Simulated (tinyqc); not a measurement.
Rate against temperature: collinear exchange A + BC -> AB + C on a London-Eyring-Polanyi-Sato surface: saddle, string of images and rate. Computed by tinyqc, a small Python program. Command: `OMP_NUM_THREADS=1 python tinyqc.py 3113475 3113476 out.jsonl leps walk`. One thread of a shared host (Intel(R) Xeon(R) Processor @ 2.30GHz), about 0.04 s of CPU time with the checks.

x = r(AB), y = r(BC), r(AC) = x + y. V is counted from separated atoms, the barrier from A + BC, that is V + D(BC).

Inputs (values chosen for the exercise, bond data loosely for abstraction of hydrogen from a Ge-H bond by a hydrogen atom; the barrier is not fitted): D(AB) = 4.68 eV; r0(AB) = 0.742 angstrom; beta(AB) = 1.94 1/angstrom; D(BC) = 3.79 eV; r0(BC) = 1.53 angstrom; beta(BC) = 1.45 1/angstrom; D(AC) = 3.59 eV; r0(AC) = 1.53 angstrom; beta(AC) = 1.45 1/angstrom; Sato parameter S = 0.088; mass of A = 1.008 u; mass of B = 1.008 u; mass of C = 72.6 u; temperature T = 700 K; step of the string = 0.015 angstrom^2/eV.

Constants: nu for 1 eV/(angstrom^2 u) = 15.6333042 THz; h x 1 THz = 4.135667696 meV; k_B = 1.380649e-23 J/K; u = 1.6605390666e-27 kg; k_B = 8.617333262e-05 eV/K.

Method:
- For each pair, with u = exp(-beta (r - r0)): Q = D [(3 + S) u^2 - (2 + 6 S) u]/(4 (1 + S)), J = D [(1 + 3 S) u^2 - (6 + 2 S) u]/(4 (1 + S)); V = Q1 + Q2 + Q3 - sqrt(((J1 - J2)^2 + (J2 - J3)^2 + (J3 - J1)^2)/2).
- String of 9 images between the fixed ends (r0(AB) + 2, r0(BC)) and (r0(AB), r0(BC) + 2), started on the two straight legs through (r0(AB) + 0.3, r0(BC) + 0.3): each iteration moves the inner images by -step x gradient (central differences) and spaces them evenly again along the broken line (coordinates are kept between 0.2 and 8 angstrom); stop when no coordinate changes by more than 1e-5 angstrom, at most 400 iterations.
- From the highest inner image, z -> z - H^-1 g with gradient g and Hessian H by central differences, steps capped at 0.15 angstrom, 12 steps.
- Wilson matrix G = [[1/m_A + 1/m_B, -1/m_B], [-1/m_B, 1/m_B + 1/m_C]]; eigenvalues lambda of G H give nu = 15.6333042 THz x sqrt(|lambda|), the negative one being imaginary. Reactant: nu_BC from k = 2 D beta^2 and 1/m_B + 1/m_C. Skew angle: cos = sqrt(m_A m_C/((m_A + m_B)(m_B + m_C))).
- One-dimensional rate constant without tunnelling, k = sqrt(k_B T/(2 pi mu)) [sinh(h nu_BC/(2 k_B T))/sinh(h nu_s/(2 k_B T))] exp(-barrier/(k_B T)) with mu = m_A (m_B + m_C)/(m_A + m_B + m_C); Wigner factor 1 + (h nu_i/(k_B T))^2/24; adiabatic barrier = barrier + h (nu_s - nu_BC)/2.

nu_BC = 62.5918 THz

real frequency at the saddle = 30.1290 THz

barrier = 0.410982 eV

imaginary frequency = 58.3245 THz

adiabatic barrier = 0.343854 eV

Rates; the last column is k_B T^2 d ln k/dT:
```
T (K)    k (cm/s)  Wigner factor  activation energy (eV)
300    1.0656e-01         4.6274                 0.35778
400    3.4860e+00         3.0404                 0.36439
550    6.4877e+01         2.0792                 0.37614
750    5.6138e+02         1.5804                 0.39257
1000   2.6524e+03         1.3265                 0.41182
1400   1.0824e+04         1.1666                 0.43876
2000   3.3507e+04         1.0816                 0.47335
```

The activation energy goes from 0.358 eV at 300 K, near the adiabatic barrier plus k_B T/2 (0.357), to 0.473 eV at 2000 K; the classical limit is the barrier plus k_B T/2 (0.497).

Extremes, crossings and ranges named in words are read from the listed rows.
